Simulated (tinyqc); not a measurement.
## Length offset and series resistance from crossing lines

Problem. R_total = Rs + k (L - dL)/Vo with constant Rs, dL and k. Find k, dL and Rs.

R_total at (L, Vo) = (40, 0.37), (80, 0.37), (40, 0.86) and (80, 0.86), L in nm and Vo in V (ohm um): [516.91892, 862.86486, 330.65116, 479.48837]

Answer. At each overdrive R is a straight line in L with slope k/Vo; the two lines cross at L = dL, R = Rs.

k = 3.20 ohm um V/nm
dL = 2.20 nm
Rs = 190 ohm um

Program tinyqc, `OMP_NUM_THREADS=1 python tinyqc.py 2282105 2282106 out.jsonl`; Intel Xeon 2.30GHz, shared host, one thread, about 0.03 s.
